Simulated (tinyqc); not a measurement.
Averaged masses of warped heavy- and light-hole bands: one step. Effective density of states. Two cases, with inputs chosen for the exercise.

Task: Nv = 2 (kT/(4 pi c))^(3/2) [m_h^(3/2) + m_l^(3/2) + mso^(3/2) exp(-Dso/kT)], c = hbar^2/2m0, parabolic bands, m_h and m_l the density-of-states masses from the grid; 1 angstrom^-3 = 1e24 cm^-3.

Constants: kB = 8.617333262e-05 eV/K; hbar^2/2m0 = 3.80998211 eV angstrom^2.

Case 1.

Values chosen (out of a larger set: near those of InSb; not measured data): mso = 0.107 m0 (split-off mass); Dso = 0.81 eV (spin-orbit splitting); T = 300 K (temperature).

m_d heavy, light (m0): 0.357893  0.014925

Case 2.

Values chosen (out of a larger set: near those of GaP; not measured data): mso = 0.252 m0 (split-off mass); Dso = 0.075 eV (spin-orbit splitting); T = 200 K (temperature).

m_d heavy, light (m0): 0.511583  0.165176

Give: prefactor; the three terms; Nv; shares.

Result:

Case 1.

prefactor = 2.5094e+19 cm^-3

the three terms: 0.21411  0.00182  0.00000

Nv = 5.419e+18 cm^-3

shares (%): 99.2  0.8  0.0

kT/Dso = 0.03, small enough for the four-band form.

Case 2.

prefactor = 1.3660e+19 cm^-3

the three terms: 0.36591  0.06713  0.00163

Nv = 5.937e+18 cm^-3

shares (%): 84.2  15.4  0.4

kT/Dso = 0.23: thermal holes reach energies comparable with Dso, where the four-band form fails and the true Nv is larger.

Computed by tinyqc, one run a case: `OMP_NUM_THREADS=1 python tinyqc.py N N+1 out.jsonl` with N = 1050090, 1050114; one thread of a shared Intel(R) Xeon(R) Processor @ 2.30GHz, about 0.02 s a run at most.
